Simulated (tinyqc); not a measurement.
## IGBT as a p-i-n diode in series with a MOS channel, on-state and switching loss: effect of the switching frequency

High injection (n = p) in a drift layer from x = -W/2 (anode) to +W/2 (cathode side), recombination only in the layer with lifetime tau, ideal emitters. The channel feeds the cathode side and carries the whole current. Auger recombination, carrier-carrier scattering, emitter losses and the carrier dip under the p body are left out.

b = mn/mp, B = (b - 1)/(b + 1), La = sqrt(2 Vt mn mp tau/(mn + mp)), y = W/(2 La). n(x) = (tau J/(2 q La))[cosh(x/La)/sinh y - B sinh(x/La)/cosh y]. Vm = Vt [(8 b/(b + 1)^2)(sinh y/s) arctan(s sinh y) + B ln((1 + B tanh^2 y)/(1 - B tanh^2 y))], s = sqrt(1 - B^2 tanh^2 y); Vj = Vt ln(n(-W/2) n(W/2)/ni^2), ni = sqrt(Nc Nv) exp(-Eg/(2 Vt)), Eg in volts; Vc = J Rch; Von = Vm + Vj + Vc. Stored charge tau J, turn-off energy Eoff = ks tau J Vdc, loss at half duty 0.5 J Von + f Eoff. A unipolar device on the same layer has Vu = J (W/(q mn Nd) + Rch).

Values chosen for this exercise; material values close to those of silicon:
```
symbol,value,unit,meaning
T,300,K,temperature
Eg,1.11,eV,band gap
Nc,2.75e19,cm^-3,conduction-band density of states at T
Nv,2.7e19,cm^-3,valence-band density of states at T
mn,1400,cm^2/(V s),electron mobility
mp,480,cm^2/(V s),hole mobility
W,70,um,width of the drift layer
Nd,1.2e14,cm^-3,doping of the drift layer
tau,0.14,us,high-injection lifetime
J,150,A/cm^2,current density
Rch,3.8,mohm cm^2,channel and accumulation resistance
Vdc,400,V,link voltage
ks,0.06,,turn-off energy per stored charge and link voltage
```

Constants: q = 1.602176634e-19 C, kB = 1.380649e-23 J/K, Vt = kB T/q. Results are converted to the units shown.

The same in every row: y = 2.176; Von (V) = 1.607; Vu (V) = 39.58; Eoff (mJ/cm^2) = 0.5040.

Results:
```
f (kHz)  total loss (W/cm^2)
0.3                    120.7
0.64                   120.9
1.4                    121.2
6.2                    123.7
13                     127.1
28                     134.7
60                     150.8
```

Estimate the missing row, f = 2.9 kHz.

Computed row:
```
f (kHz)  total loss (W/cm^2)
2.9                    122.0
```

With this row back in the table: As f goes from 0.3 to 60 kHz, Von stays at 1.61 V, Eoff stays at 0.504 mJ/cm^2 and the total loss rises from 121 to 151 W/cm^2. Von is below Vu in 8 of the 8 rows.

Computed by the program tinyqc: `OMP_NUM_THREADS=1 python tinyqc.py 2590127 2590128 out.jsonl`, one thread of a shared Intel Xeon 2.30GHz, about 0.01 s for the whole run.
